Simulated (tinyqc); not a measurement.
Scale length and length offset from two DIBL values.

Inverse problem. DIBL = exp(-Le/(2 l)) + 2 exp(-Le/l) with Le = L - dL. Find l, dL and the drawn length for a DIBL of 100 mV/V.

DIBL at drawn lengths 44 and 73 nm (mV/V): 115.00844  18.873936

Solution. With e = exp(-Le/(2 l)), 2 e^2 + e = DIBL gives e and so Le/l at each length; Le/l is a straight line in L with slope 1/l.

l = 8.70 nm
dL = 3.30 nm
length for 100 mV/V = 46.1 nm

Numbers from tinyqc (`OMP_NUM_THREADS=1 python tinyqc.py 2002189 2002190 out.jsonl`; about 0.01 s on one thread of a shared Intel Xeon 2.30GHz).
